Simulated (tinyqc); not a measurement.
# p-n diode, drift-diffusion by the Gummel loop with Scharfetter-Gummel fluxes: effects of single changes

Abrupt junction at x = 0, p side from -Lp, n side to Ln, ohmic contacts. psi is counted from the intrinsic level; n = ni exp((psi - phin)/Vt), p = ni exp((phip - psi)/Vt). Contacts: p side psi = V - Vt ln(Na/ni), p = Na, n = ni^2/Na; n side psi = Vt ln(Nd/ni), n = Nd, p = ni^2/Nd. Constant mobilities, D = mu Vt, Boltzmann statistics, SRH recombination through a mid-gap level, U = (n p - ni^2)/(tp (n + ni) + tn (p + ni)). Current is positive from the p contact to the n contact.

Parameters, values chosen for the exercise; band and dielectric values close to those of In0.53Ga0.47As: temperature T = 300 K; band gap Eg = 0.731 eV; relative permittivity eps_r = 13.8; conduction-band density of states at T Nc = 2.07e17 cm^-3; valence-band density of states at T Nv = 7.59e18 cm^-3; acceptor density of the p side Na = 7.7e15 cm^-3; donor density of the n side Nd = 5.9e15 cm^-3; electron mobility mun = 7600 cm^2/(V s); hole mobility mup = 240 cm^2/(V s); SRH lifetime of electrons tn = 6e-10 s; SRH lifetime of holes tp = 6e-7 s; length of the p side Lp = 5.6 um; length of the n side Ln = 1.6 um; uniform generation rate G = 0 cm^-3 s^-1.

Constants: q = 1.602176634e-19 C, kB = 1.380649e-23 J/K, Vt = kB T/q, eps0 = 8.8541878128e-14 F/cm where lengths are in cm. Results are converted to the units shown.

Each table varies one quantity; the others keep the values above.

## Current against voltage in the dark

ni = sqrt(Nc Nv) exp(-Eg/(2 Vt)), Eg in volts. Poisson and both continuity equations are solved self-consistently with Scharfetter-Gummel fluxes on a graded mesh of 500 nodes. J_scr is q times the integral of U between -xp and xn. Ideal diffusion current J_id = q ni^2 [Dn coth(wp/Le)/(Le Na) + Dp coth(wn/Lh)/(Lh Nd)] (exp(V/Vt) - 1), Le = sqrt(Dn tn), Lh = sqrt(Dp tp), wp = Lp - xp, wn = Ln - xn, with xp and xn from the depletion approximation (W = sqrt(2 eps0 eps_r (Vbi - V)(1/Na + 1/Nd)/q), xp = W Nd/(Na + Nd), xn = W Na/(Na + Nd), Vbi = Vt ln(Na Nd/ni^2)). Ideality factor = 0.004 V/(Vt ln[J(V + 0.004 V)/J(V)]). Here G = 0.

In this table G = 0 cm^-3 s^-1.

Results:

| V (V) | J (A/cm^2) | ideality factor | J_scr/J (%) | J_id (A/cm^2) | share recombining at the contacts (%) | larger minority/doping at -xp and xn |
|---|---|---|---|---|---|---|
| 0.12 | 0.00133 | 1.02 | 12.7 | 0.00120 | 41.5 | 3.75e-6 |
| 0.15 | 0.00412 | 1.03 | 9.88 | 0.00385 | 42.8 | 1.19e-5 |
| 0.18 | 0.0127 | 1.03 | 7.22 | 0.0123 | 44.1 | 3.76e-5 |
| 0.2 | 0.0270 | 1.03 | 5.61 | 0.0267 | 45.0 | 8.09e-5 |
| 0.23 | 0.0830 | 1.04 | 3.53 | 0.0851 | 46.9 | 2.55e-4 |
| 0.26 | 0.249 | 1.08 | 1.95 | 0.271 | 50.4 | 7.99e-4 |
| 0.31 | 1.41 | 1.15 | 0.541 | 1.87 | 66.0 | 0.00521 |
| 0.34 | 3.89 | 1.13 | 0.224 | 5.97 | 80.5 | 0.0155 |

Estimate the missing row, V = 0.29 V.

Computed row:

| V (V) | J (A/cm^2) | ideality factor | J_scr/J (%) | J_id (A/cm^2) | share recombining at the contacts (%) | larger minority/doping at -xp and xn |
|---|---|---|---|---|---|---|
| 0.29 | 0.716 | 1.13 | 0.935 | 0.865 | 57.8 | 0.00247 |

With this row back in the table: J rises from 0.00133 to 3.89 A/cm^2; the ideality factor goes from 1.02 through a maximum of 1.15 (at V = 0.31 V among the rows listed) to 1.13. Recombination in the depleted layer stays under half of the current. Where the factor is lowest (V = 0.12 V), J is 10 % above the ideal diffusion current.

## Effect of the SRH lifetime of holes at fixed bias

Same model as above.

In this table V = 0.29 V.

Result of one run:

| tp (s) | J (A/cm^2) | ideality factor | J_scr/J (%) | J_id (A/cm^2) | share recombining at the contacts (%) | larger minority/doping at -xp and xn |
|---|---|---|---|---|---|---|
| 1e-8 | 0.927 | 1.08 | 9.22 | 0.872 | 39.4 | 0.00243 |

What becomes of these results when the SRH lifetime of holes tp is changed from 1e-8 to 1e-11 s, all else the same?

Result of the changed run:

| tp (s) | J (A/cm^2) | ideality factor | J_scr/J (%) | J_id (A/cm^2) | share recombining at the contacts (%) | larger minority/doping at -xp and xn |
|---|---|---|---|---|---|---|
| 1e-11 | 3.38 | 1.63 | 64.9 | 2.11 | 8.10 | 0.00127 |

The whole series:

| tp (s) | J (A/cm^2) | ideality factor | J_scr/J (%) | J_id (A/cm^2) | share recombining at the contacts (%) | larger minority/doping at -xp and xn |
|---|---|---|---|---|---|---|
| 1e-11 | 3.38 | 1.63 | 64.9 | 2.11 | 8.10 | 0.00127 |
| 1e-10 | 1.89 | 1.31 | 44.2 | 1.21 | 15.4 | 0.00181 |
| 1e-9 | 1.15 | 1.14 | 22.5 | 0.931 | 29.4 | 0.00231 |
| 1e-8 | 0.927 | 1.08 | 9.22 | 0.872 | 39.4 | 0.00243 |
| 1e-7 | 0.833 | 1.08 | 3.06 | 0.865 | 45.5 | 0.00245 |
| 1e-6 | 0.674 | 1.13 | 0.633 | 0.865 | 64.1 | 0.00248 |
| 1e-5 | 0.550 | 1.04 | 0.0852 | 0.865 | 91.8 | 0.00250 |

As tp rises from 1e-11 to 1e-5, J falls from 3.38 to 0.550 A/cm^2, the share of the depleted layer falls from 64.9 to 0.0852 % and the share lost at the contacts rises from 8.10 to 91.8 %. The exponent d ln J/d ln tp is -0.25 between the first two rows and -0.09 between the last two. J less J_scr is 36 % below J_id in the last row.

Computed by the program tinyqc: `OMP_NUM_THREADS=1 python tinyqc.py 2240064 2240065 out.jsonl`, one thread of a shared Intel Xeon 2.30GHz, about 0.2 s for the whole run.
